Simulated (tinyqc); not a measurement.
Worked calculation: nudged elastic band on a two-dimensional model surface. Computed by tinyqc, a small Python program that keeps every step. Command: `OMP_NUM_THREADS=1 python tinyqc.py 3005542 3005543 out.jsonl neb walk`. One thread of a shared host (Intel(R) Xeon(R) Processor @ 2.30GHz), about 0.2 s of CPU time with the checks. Intermediate numbers are printed to about 7 digits and carried at full precision; extremes and crossings named in words are read from the listed rows.

V(x, y) = h u^2 + t x + (kappa/2)(y + c u)^2 with u = x^2/w^2 - 1; the path runs from the minimum near (-w, 0) to that near (w, 0).

Inputs (values chosen for the exercise, for a model surface):
```
quantity                    value           unit
height h                     0.47             eV
half width w                  1.2       angstrom
transverse stiffness kappa    3.2  eV/angstrom^2
curvature c                  0.62       angstrom
tilt t                      0.038    eV/angstrom
movable images n                3              -
spring constant k_s           2.4  eV/angstrom^2
step factor eta             0.057  angstrom^2/eV
iteration cap                 600              -
```

Surface: curved double well. Climbing image: off.

## Stationary points

Newton steps x(new) = x - H^-1 grad V (moves limited to 0.3 angstrom) from (-w, 0), (w, 0) and (0, c) give the two minima and the saddle.

positions (angstrom):
```
                x          y
start   -1.214297  -0.014861
end      1.185173   0.015226
saddle   0.029124   0.619635
```

energies (eV): start -0.0458732, end 0.0453201, saddle 0.4705532

barrier from the start = 0.5164264 eV

## Straight-line start

Images are spaced evenly on the line between the minima.

images at the start (angstrom):
```
                  x           y
image 1  -0.6144292  -0.0073393
image 2  -0.0145618   0.0001826
image 3   0.5853057   0.0077045
```

energies above the start (eV): 0.624045  1.129678  0.686740

The highest image lies +0.6133 eV from the true barrier.

## Iteration 1

Tangent at image i: towards the higher neighbour if the energies rise or fall through i; at a maximum or minimum, tau = t+ dmax + t- dmin if V(i+1) > V(i-1), else t+ dmin + t- dmax, with t+ = R(i+1) - R(i), t- = R(i) - R(i-1) and dmax, dmin the larger and smaller of |V(i+1) - V(i)| and |V(i-1) - V(i)|; then normalise. Force F = -grad V + (grad V.tau) tau + k_s (|t+| - |t-|) tau. Update R(new) = R + eta F; the end points stay fixed.

unit tangents:
```
                 x          y
image 1  0.9999214  0.0125383
image 2  0.9999214  0.0125383
image 3  0.9999214  0.0125383
```

forces (eV/angstrom):
```
                 x         y
image 1  -0.018870  1.504872
image 2  -0.024876  1.983838
image 3  -0.018444  1.470886
```

images after iteration 1 (angstrom):
```
                  x          y
image 1  -0.6155048  0.0784384
image 2  -0.0159797  0.1132614
image 3   0.5842544  0.0915450
```

## Iteration 2

The formulas are those given above.

unit tangents:
```
                 x           y
image 1  0.9983174   0.0579866
image 2  0.9999770   0.0067853
image 3  0.9993462  -0.0361562
```

forces (eV/angstrom):
```
                 x         y
image 1  -0.087516  1.279833
image 2  -0.010785  1.621689
image 3   0.057900  1.260553
```

images after iteration 2 (angstrom):
```
                  x          y
image 1  -0.6204932  0.1513889
image 2  -0.0165944  0.2056977
image 3   0.5875547  0.1633965
```

## All iterations

Start on the straight line; stop when the largest force is below 1e-4 or above 1e6 eV/angstrom.

Course of the band:
```
iteration  highest image (eV)  largest force (eV/angstrom)
1                    1.129678                 1.983994e+00
2                    0.925776                 1.621725e+00
3                    0.789540                 1.325506e+00
4                    0.698520                 1.083382e+00
5                    0.637701                 8.855105e-01
6                    0.597055                 7.238060e-01
7                    0.569883                 5.916511e-01
8                    0.551714                 4.836375e-01
9                    0.539560                 3.953489e-01
...                       ...                          ...
56                   0.514686                 1.915858e-04
57                   0.514685                 1.759589e-04
58                   0.514684                 1.616710e-04
59                   0.514684                 1.485879e-04
60                   0.514683                 1.365941e-04
61                   0.514683                 1.255892e-04
62                   0.514682                 1.154848e-04
63                   0.514682                 1.062023e-04
64                   0.514681                 9.767172e-05
```

Band at the end:
```
image  x (angstrom)  y (angstrom)     E (eV)
0         -1.214297    -0.0148612  0.0000000
1         -0.698587     0.4528384  0.2276913
2         -0.022601     0.6192810  0.5146814
3          0.657058     0.4687234  0.3031832
4          1.185173     0.0152264  0.0911933
```

energy of the highest image = 0.5146814 eV

iterations = 64

largest force at the end = 9.767172e-05 eV/angstrom

Converged in 64 iterations. Without a climbing image the highest image lies 1.75 meV below the saddle.

## Plain band against climbing image

With a climbing image, the highest image feels instead F = -grad V + 2 (grad V.tau) tau and no spring. Images are counted without the end points, and convergence is judged on the largest force on an image. Each run starts on the straight line with the same k_s and eta, for at most 1500 iterations; errors are against the Newton saddle; a dash marks a run that did not reach 1e-4 eV/angstrom.

Error of the highest image (meV) and iterations:
```
images  plain, error  plain, iterations  climbing, error  climbing, iterations
2           -101.276                 47                0                   105
3             -1.745                 64                0                    79
4            -33.235                 74                0                   101
5             -1.746                102                0                    83
6            -14.400                113                0                   110
8             -7.168                151                0                   136
10            -3.844                185                0                   171
```

The plain band underestimates the barrier by 1.75 to 101.28 meV, depending on how near an image falls to the saddle (worst for 2 images, best for 3). The climbing image is within about 0.001 meV in every converged run, so few images suffice for the barrier.
